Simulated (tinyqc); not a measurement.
Inputs raised by 10 %, one at a time: rapid thermal processing of a wafer: radiative balance, ramp and cooling, pattern effects, pyrometer error and spike budget. Computed by tinyqc, a small Python program. Command: `OMP_NUM_THREADS=1 python tinyqc.py 3110566 3110567 out.jsonl rtp sens`. One thread of a shared host (Intel(R) Xeon(R) Processor @ 2.30GHz), about 0.1 s of CPU time with the checks.

The wafer is opaque and uniform through its thickness unless said otherwise; temperatures in formulas are in kelvin (C + 273.15). sigma = 5.670374419e-12 W/(cm^2 K^4).

Inputs (values chosen for the exercise, modelled on a hot silicon wafer):
```
quantity                                              value         unit
wafer thickness d                                       625   micrometre
heat capacity per volume C                             2.08   J/(cm^3 K)
thermal conductivity k                                 0.21     W/(cm K)
emissivity eps of each face                            0.59            -
reflectivity of the chamber walls r                    0.59            -
gas heat-transfer coefficient h, both faces together    0.6  mW/(cm^2 K)
wall temperature T_w                                    350            K
process temperature                                     903            C
starting temperature                                    500            C
ramp rate                                               240          K/s
pyrometer wavelength                                    4.5   micrometre
error of the assumed emissivity                         5.8            %
activation energy of the process E_a                      2           eV
```

Constants: k_B = 8.617333262e-05 eV/K; h = 6.62607015e-34 J s; c = 299792458 m/s; k_B = 1.380649e-23 J/K.

Method:
- Effective emissivity between parallel grey plates: eps_eff = 1/(1/eps + 1/(1 - r) - 1). Loss per area q(T) = 2 eps_eff sigma (T^4 - T_w^4) + h (T - T_w).
- Absorbed power during a ramp = q(T) + C d x ramp rate; thermal time constant tau = C d/(dq/dT), dq/dT = 8 eps_eff sigma T^3 + h; natural cooling rate q/(C d); front-to-back difference under one-sided heating at the end of the ramp = (absorbed power) d/(2 k).
- Cooling with the lamps off: C d dT/dt = -q(T), integrated adaptively (relative tolerance 1e-10).
- Spike anneal: linear ramp to the peak, then lamps off. Equivalent time at the peak = int exp(-(E_a/k_B)(1/T - 1/T_peak)) dt; estimate (k_B T^2/E_a)(1/ramp rate + 1/cooling rate). The ramp part uses 4000 trapezoid steps, the cooling part 4000 steps over 4 tau.
- Time within 50 K of the peak from the same curves.
- Signal proportional to eps/(exp(c2/(lambda T)) - 1), c2 = h c/k_B. If the assumed emissivity is too high by the given error, the reading T' solves (1 + error)/(exp(c2/(lambda T')) - 1) = 1/(exp(c2/(lambda T)) - 1). Wien estimate: T' - T = -lambda T^2 ln(1 + error)/c2. Process rates go as exp(-E_a/(k_B T)).

Runs; columns: (1) input moved; (2) from; (3) to; (4) holding power q (W/cm^2); (5) time constant tau (s); (6) equivalent time, total (s); (7) reading less true temperature (K):
```
(1)                                                                  (2)    (3)    (4)    (5)    (6)     (7)
base run                                                               -      -  7.366  5.383  1.381  -22.39
wafer thickness d (micrometre)                                       625  687.5  7.366  5.921  1.496  -22.39
emissivity eps of each face                                         0.59  0.649  7.721  5.125  1.328  -22.39
reflectivity of the chamber walls r                                 0.59  0.649  6.571  6.067  1.519  -22.39
gas heat-transfer coefficient h, both faces together (mW/(cm^2 K))   0.6   0.66  7.416  5.370  1.372  -22.39
ramp rate (K/s)                                                      240    264  7.366  5.383  1.360  -22.39
activation energy of the process E_a (eV)                              2    2.2  7.366  5.383  1.248  -22.39
pyrometer wavelength (micrometre)                                    4.5   4.95  7.366  5.383  1.381  -24.12
```

Exponents ln(y'/y) / ln(x'/x):
```
input                                                 holding power q  time constant tau  equivalent time, total  reading less true temperature
wafer thickness d                                               0.000              1.000                   0.842                           0.00
emissivity eps of each face                                     0.494             -0.516                  -0.407                           0.00
reflectivity of the chamber walls r                            -1.198              1.256                   1.000                           0.00
gas heat-transfer coefficient h, both faces together            0.070             -0.026                  -0.067                           0.00
ramp rate                                                       0.000              0.000                  -0.158                           0.00
activation energy of the process E_a                            0.000              0.000                  -1.059                           0.00
pyrometer wavelength                                            0.000              0.000                   0.000                           0.78
```

To which inputs is each result most sensitive?

Among the inputs moved here: holding power q answers most in size to reflectivity of the chamber walls r (exponent -1.198), next to emissivity eps of each face (+0.494); its exponent is below 0.0005 for wafer thickness d, ramp rate, activation energy of the process E_a, pyrometer wavelength. Time constant tau answers most in size to reflectivity of the chamber walls r (exponent +1.256), next to wafer thickness d (+1.000); its exponent is below 0.0005 for ramp rate, activation energy of the process E_a, pyrometer wavelength. Its exponent +1.000 in wafer thickness d: thermal mass. Equivalent time, total answers most in size to activation energy of the process E_a (exponent -1.059), next to reflectivity of the chamber walls r (+1.000); its exponent is below 0.0005 for pyrometer wavelength. Reading less true temperature answers most in size to pyrometer wavelength (exponent +0.780); its exponent is below 0.0005 for wafer thickness d, emissivity eps of each face, reflectivity of the chamber walls r, gas heat-transfer coefficient h, both faces together, ramp rate, activation energy of the process E_a.

Caution (all rows): below about 600 C lightly doped silicon is partly transparent at this wavelength, so its emissivity is not yet the hot value early in the ramp.
